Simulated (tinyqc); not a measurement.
Weibull slope from two areas.

Question. Oxide breakdown times follow a Weibull law, F = 1 - exp(-(t/t63)^beta). For defects spread at random t63 goes as A^(-1/beta). Find beta and the time at which the share Fp of the area-A2 devices has failed, t63(A2) (-ln(1 - Fp))^(1/beta).

Values chosen for this exercise:
- A1 = 53 um^2 (area of a test capacitor)
- A2 = 1.2e5 um^2 (gate area of the product)
- Fp = 1e-6 (allowed share of failed products)

t63 at the areas A1 and A2 (s): [1200, 30.311488]

Answer. beta = ln(A2/A1)/ln(t63(A1)/t63(A2)).

beta = 2.100
time to Fp = 0.04212 s

Numbers from tinyqc (`OMP_NUM_THREADS=1 python tinyqc.py 2070148 2070149 out.jsonl`; about 0.01 s on one thread of a shared Intel Xeon 2.30GHz).
